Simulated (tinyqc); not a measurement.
# Worked calculation: transfer-length model of a contact

Computed by the program tinyqc: `OMP_NUM_THREADS=1 python tinyqc.py 2760043 2760044 out.jsonl`, one thread of a shared Intel Xeon 2.30GHz, about 0.01 s for the whole run. Printed values are rounded.

A metal contact of length d and width W on a thin layer of the same width. The metal has no resistance, the sheet resistance under it equals Rsh, and current enters the layer at the front edge x = 0.

Inputs (values chosen for the exercise): contact length d = 9.6 um; contact width W = 110 um.

## Straight-line fit

```
gap  L (um)  R_T (ohm)
1        14     8.5185
2        38     14.206
3       100     28.853
4       280     71.654
```

Pairs of such contacts at gaps L have R_T = Rsh L/W + 2 Rc. The values of R_T were made from Rsh and rc with a random scatter of 0.2 % and are treated as data. Least squares: slope = sum (L - mean L)(R_T - mean R_T)/sum (L - mean L)^2, intercept = mean R_T - slope mean L. Rsh = slope W, Rc = intercept/2, and A = Rc/slope is half the distance from the origin to the zero of the line.

slope = 0.2373803 ohm/um
intercept = 5.170807 ohm
Rsh = 26.11183 ohm/sq
Rc = 2.585404 ohm
A = 10.89140 um

## Iteration 1: transfer length

Lt at the start = 10.89140 um

A = Lt coth(d/Lt) is solved for Lt, starting from Lt = A. Newton step for Lt - A tanh(d/Lt) = 0: Lt(new) = Lt - [Lt - A tanh(d/Lt)]/[1 + A d/(Lt cosh(d/Lt))^2].

Lt after iteration 1 = 8.677368 um

## Iteration 2: transfer length

As before.

Lt after iteration 2 = 8.721427 um

## Course of the iteration

Stop when Lt changes by less than 1e-9 of itself, or after 40 iterations.

Course of the iteration:
```
iteration   Lt (um)  relative change
1          8.677368            0.203
2          8.721427          5.08e-3
3          8.721435          9.66e-7
4          8.721435         3.64e-14
```

Converged in 4 iterations.

## Contact resistivity

converged Lt = 8.721435 um

rc = Rsh Lt^2. Short cuts: Rsh A^2 (long contact, Lt = A) and Rc W d (short contact, even current).

rc = 1.986155e-5 ohm cm^2
Rsh A^2 = 3.097454e-5 ohm cm^2
Rc W d = 2.730186e-5 ohm cm^2

The extracted rc is 0.69 % below the value 2e-5 ohm cm^2 that made the data. The long-contact form is 56 % above the extracted value and the short-contact form 37 % above it; both can only overstate it.
